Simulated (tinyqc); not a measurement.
Choice of the surrounding dielectric: dielectric confinement in a thin film (image charges).

A film |z| < t/2 of dielectric constant eps between half-spaces of dielectric constant e2; lam = (eps - e2)/(eps + e2), q = e^2/(4 pi eps0). The self-energy of a band edge is taken with the high-frequency value, e2 = eh, and the field of a fixed ion with the static one, e2 = eo. A charge at z has images lam^|n| at n t + (-1)^n z. Its self-energy is S(z) = (q/2 eps) sum over n >= 1 of lam^n [1/(n t - 2z) + 1/(n t + 2z)] for odd n and 2 lam^n/(n t) for even n; at the centre S(0) = -(q/(eps t)) ln(1 - lam).

Donor at the centre, lam from the static eo, trial function cos(pi z/t) exp(-rho/l): E(l) = c/(m l^2) - (q/eps) times the integral over k of F(k t) (1 + (k l/2)^2)^(-3/2), with F(x) = F0 + 2 lam exp(-x) G/(1 - lam exp(-x)), F0 = 2[(1 - exp(-x/2))/x + x (1 + exp(-x/2))/(x^2 + 4 pi^2)], G = 2 sinh(x/2)[1/x - x/(x^2 + 4 pi^2)]; c = hbar^2/2m0. The binding energy is -E at the minimum, counted from the subband edge with its self-energy.

Constants: e^2/(4 pi eps0) = 14.39964547 eV angstrom; hbar^2/2m0 = 3.80998211 eV angstrom^2; Ry = 13.60569312 eV.

Values chosen for the exercise (out of a larger set: near those of an InGaAs film between layers of SiO2; not measured data): t = 16 angstrom (film thickness); eps = 13 (dielectric constant of the film); m = 0.044 m0 (mass in the plane).

The same film between different dielectrics; in this table one value e2 serves for both eo and eh.

Cases:

| case |
|---|
| e2 = 1 |
| e2 = 2.5 |
| e2 = 3.9 |
| e2 = 7.5 |
| e2 = 16 |
| e2 = 25 |
| e2 = 80 |

Rank the cases by binding (meV), lowest first.

Answer: e2 = 80, e2 = 25, e2 = 16, e2 = 7.5, e2 = 3.9, e2 = 2.5, e2 = 1.

Results:

| case | lam | <S> (meV) | binding (meV) | l (angstrom) |
|---|---|---|---|---|
| e2 = 1 | 0.857 | 148.0 | 174.2 | 39.5 |
| e2 = 2.5 | 0.677 | 88.7 | 89.5 | 45.6 |
| e2 = 3.9 | 0.538 | 61.7 | 58.9 | 51.1 |
| e2 = 7.5 | 0.268 | 25.7 | 27.7 | 64.9 |
| e2 = 16 | -0.103 | -8.4 | 9.3 | 97.8 |
| e2 = 25 | -0.316 | -23.8 | 4.4 | 133.4 |
| e2 = 80 | -0.720 | -48.6 | 0.5 | 361.1 |

The binding spans a factor 345.7, from 174 meV in vacuum to 0.5 meV for e2 = 80; going from 3.9 to 25 changes it by -54.6 meV and the band edge by -85.5 meV, so the binding responds 0.64 times as much as the edge (for an orbit much smaller than t the binding would change by twice the change of S(0), -145.1 meV; here l/t = 3.19 for e2 = 3.9).

Run: tinyqc, `OMP_NUM_THREADS=1 python tinyqc.py 1281514 1281515 out.jsonl`; Intel(R) Xeon(R) Processor @ 2.30GHz, one thread, shared host; about 0.08 s of CPU time with all checks.
